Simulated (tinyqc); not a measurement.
Hydrostatic strain: sp3s* tight binding with spin-orbit coupling, strained.

sp3s* tight binding, nearest neighbours only: anion (a) at 0, cation (c) at a/4 (1,1,1), orbitals s, px, py, pz, s* on each; k in units of 2 pi/a. With phases e_j = exp(i (pi/2) k.n_j) for n = (1,1,1), (1,-1,-1), (-1,1,-1), (-1,-1,1): g0 = (e1+e2+e3+e4)/4, g1 = (e1+e2-e3-e4)/4, g2 = (e1-e2+e3-e4)/4, g3 = (e1-e2-e3+e4)/4. The diagonal holds the levels Esa, Epa, Exa (s*) and Esc, Epc, Exc. Anion-cation block: <sa|sc> = Vss g0; <sa|xc> = Vsapc g1; <xa|sc> = -Vscpa g1; <xa|xc> = Vxx g0; <xa|yc> = <ya|xc> = Vxy g3, <xa|zc> = <za|xc> = Vxy g2, <ya|zc> = <za|yc> = Vxy g1; <s*a|xc> = Vxapc g1; <xa|s*c> = -Vpaxc g1; y and z take g2 and g3 in place of g1; s-s* and s*-s* vanish.

Spin-orbit coupling acts within the p shell of each atom as (D/3) L.sigma, D = Da or Dc: it puts four states at Ep + D/3 and two at Ep - 2D/3.

Strain e moves each bond vector to d = (1 + e) d0 (no internal displacement for the diagonal strains used here) and k is given in fractions of the strained reciprocal cell, so the phases stay. Two-centre values Vss_sigma = Vss/4, Vsp_sigma = sqrt3 V/4 for each s-p and s*-p pair, Vpp_sigma = (Vxx + 2 Vxy)/4, Vpp_pi = (Vxx - Vxy)/4 are scaled by (d0/d)^eta and combined with the new direction cosines; the levels on the diagonal stay.

Values chosen for the exercise (near a published set for diamond, fitted to gaps, whose masses and valley positions are rough; spin-orbit coupling, where it is added without a refit, lifts the valence top and shrinks all gaps by about a third of the splitting; the results hold for these values, not for the real material): Esa = -4.554 eV (s level of the anion); Epa = 3.851 eV (p level of the anion); Esc = -4.554 eV (s level of the cation); Epc = 3.851 eV (p level of the cation); Exa = 11.344 eV (s* level of the anion); Exc = 11.344 eV (s* level of the cation); Vss = -22.661 eV (s-s); Vxx = 3.844 eV (px-px); Vxy = 11.655 eV (px-py); Vsapc = 15.21 eV (s anion, p cation); Vscpa = 15.21 eV (s cation, p anion); Vxapc = 8.193 eV (s* anion, p cation); Vpaxc = 8.193 eV (p anion, s* cation); Da = 0.006 eV (atomic spin-orbit splitting, anion); Dc = 0.006 eV (the same, cation); eta = 2.5 (scaling exponent).

exx = eyy = ezz = e. Gaps as measured from the top of the valence band; the deformation potentials are (gap(0.01) - gap(-0.01))/0.06.

Gaps (eV):
```
e       Gamma   Delta       L  x of the minimum
-0.03  8.2903  5.5136  7.7808             0.575
-0.02  8.0803  5.4464  7.7110             0.575
-0.01  7.8776  5.3799  7.6427             0.575
0.00   7.6820  5.3141  7.5758             0.575
0.01   7.4931  5.2491  7.5103             0.575
0.02   7.3107  5.1847  7.4459             0.575
0.03   7.1344  5.1209  7.3828             0.575
```

gap deformation potentials (eV): Gamma -6.408, Delta -2.180, L -2.207

How do the results move, and what explains it?

Per unit of volume strain the gaps move by -6.41 (Gamma), -2.18 (Delta) and -2.21 eV (L). The lowest valley stays the Delta line over the range. These potentials follow from the one exponent eta, which fitted models replace by one for each integral; with it the sizes are rough, the sign for Delta can be wrong (in Si, Ge and the III-V crystals measured values are small and positive), and the pressures at which valleys cross, and which valley takes over, are rough too. A gap of zero, where one is listed, marks an s level that has sunk below the valence top.

(tinyqc, `OMP_NUM_THREADS=1 python tinyqc.py 1480808 1480809 out.jsonl`, Intel(R) Xeon(R) Processor @ 2.30GHz, 1 thread, shared host, about 0.2 s.)
